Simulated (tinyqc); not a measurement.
# Trap density and cross-section from triangular pulses

Problem. In charge pumping, for a flat interface trap density D0 and a symmetric triangular wave, Qcp = -2 q A D0 Vt ln[vth s ni (dV/Va)/(2 f)], with s the geometric mean cross-section. Find D0, the frequency f0 where the line meets zero, and s.

Parameters, values chosen for the exercise:

| symbol | value | unit | meaning |
|---|---|---|---|
| T | 250 | K | temperature |
| A | 0.34 | um^2 | gate area |
| vth | 1e7 | cm/s | thermal velocity at 250 K, one nominal value for electrons and holes |
| dV | 0.67 | V | Vth - Vfb |
| Va | 3.4 | V | pulse height |

Constants: q = 1.602176634e-19 C, kB = 1.380649e-23 J/K, Vt = kB T/q. Results are converted to the units shown.

Qcp at f = 50000 and 5e5 Hz (fC): [0.0039323007, 0.0046889174]
ni = 6.7192979e7 cm^-3

Answer. Qcp is linear in ln f: the slope gives D0 and the zero gives s = 2 f0 Va/(vth ni dV).

D0 = 1.400e10 cm^-2 eV^-1
f0 = 0.3175 Hz
s = 4.796e-15 cm^2

Program tinyqc, `OMP_NUM_THREADS=1 python tinyqc.py 2030009 2030010 out.jsonl`; Intel Xeon 2.30GHz, shared host, one thread, about 0.01 s.
